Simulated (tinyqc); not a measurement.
# Field from the level spacing

Question. In a triangular well E_k = a_k (C F^2/mz1)^(1/3), a_1 = 2.338107, a_2 = 4.087949, C = hbar^2/(2 m0), F in eV/nm (1 MV/cm = 0.1 eV/nm). Find F, E_1, the mean distance 2 E_1/(3 F) of the lowest level and the sheet charge eps0 eps_r F/q behind such a field.

Values chosen for this exercise:
```
symbol  value  unit                                     meaning
eps_r    16.2                             relative permittivity
mz1      1.62    m0  mass along z of valley set A (1 valley(s))
```

Constants: q = 1.602176634e-19 C, hbar = 1.054571817e-34 J s, m0 = 9.1093837015e-31 kg, eps0 = 8.8541878128e-14 F/cm where lengths are in cm, hbar^2/(2 m0) = 0.0380998212 eV nm^2. Results are converted to the units shown.

spacing of the two lowest levels = 133.88159 meV

Solution. The spacing over a_2 - a_1 is the energy scale (C F^2/mz1)^(1/3), which gives F.

F = 1.38 MV/cm
E_1 = 179 meV
mean distance = 0.864 nm
sheet charge over q = 1.24e13 cm^-2

Program tinyqc, `OMP_NUM_THREADS=1 python tinyqc.py 2160016 2160017 out.jsonl`; Intel Xeon 2.30GHz, shared host, one thread, about 0.9 s.
